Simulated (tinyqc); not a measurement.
Lifetime from the low-frequency admittance.

Inverse problem. At low frequency a p+-n diode with a base of width wb has C_diff/G = (tau/2)(1 - 2 x/sinh 2x), x = wb/sqrt(Dp tau). Find tau, x and the limit of C_diff/G for infinite lifetime, wb^2/(3 Dp).

Parameters, values chosen for the exercise:
- Dp = 11 cm^2/s (hole diffusion coefficient)
- wb = 38 um (width of the neutral base)

G = 0.015917944 S/cm^2
C_diff = 0.0020830955 uF/cm^2

Solution. The ratio rises steadily with tau from tau/2 (long base) towards wb^2/(3 Dp) (short base), so one lifetime matches as long as the ratio is below that limit.

tau = 3.000e-7 s
x = 2.092
limit of C_diff/G = 4.376e-7 s

Computed by the program tinyqc: `OMP_NUM_THREADS=1 python tinyqc.py 2890115 2890116 out.jsonl`, one thread of a shared Intel Xeon 2.30GHz, about 0.01 s for the whole run.
